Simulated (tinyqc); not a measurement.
MOSFET in the linear regime without short-channel effects, parameter extraction from computed curves: one step of the calculation.

Inversion charge Q = Cox n Vt W0(exp((Vg - VT)/(n Vt))), W0 the Lambert function and n = nf; u = Q/Cox; mobility mu = mu0/(1 + th1 u + th2 u^2); channel resistance Rch = (L - dL)/(W mu Q); Id = Vd/(Rch + Rsd/W). Cox = eps0 eox/tox. Small Vd, no channel-length or drain effects.

Question. Transfer curve. u, mu, Rch and Id as defined.

Values chosen for this exercise; channel values of the order met in silicon transistors: temperature T = 300 K; relative permittivity of the gate insulator (close to silicon dioxide) eox = 3.9; insulator thickness tox = 3.6 nm; low-field mobility mu0 = 310 cm^2/(V s); first mobility attenuation factor th1 = 0.62 1/V; second mobility attenuation factor th2 = 0.24 1/V^2; threshold voltage VT = 0.45 V; body factor nf = 1.2; gate width W = 0.5 um; drawn gate length L = 1.3 um; drawn less effective length dL = 0.003 um; source plus drain resistance Rsd = 480 ohm um; drain voltage Vd = 0.02 V.

Constants: q = 1.602176634e-19 C, kB = 1.380649e-23 J/K, Vt = kB T/q, eps0 = 8.8541878128e-14 F/cm where lengths are in cm. Results are converted to the units shown.

Vg, point 0 to 9 (V): 0.25  0.35  0.45  0.55  0.65  0.75  0.85  0.95  1.05  1.15

Give: u; mu; Rch; Id.

Answer.

```
point     u (V)  mu (cm^2/(V s))  Rch (ohm)   Id (uA)
0      4.910e-5            310.0    1.777e8  1.126e-4
1      0.001189            309.8    7.344e6  0.002723
2       0.01759            306.6    5.013e5   0.03982
3       0.07332            296.2    1.245e5    0.1594
4        0.1509            282.1    6.353e4    0.3101
5        0.2369            267.2    4.272e4    0.4578
6        0.3269            252.4    3.278e4    0.5928
7        0.4192            238.1    2.710e4    0.7129
8        0.5130            224.4    2.349e4    0.8180
9        0.6077            211.5    2.104e4    0.9093
```

tinyqc, about 0.01 s, one thread, Intel Xeon 2.30GHz (shared host): `OMP_NUM_THREADS=1 python tinyqc.py 2210010 2210011 out.jsonl`
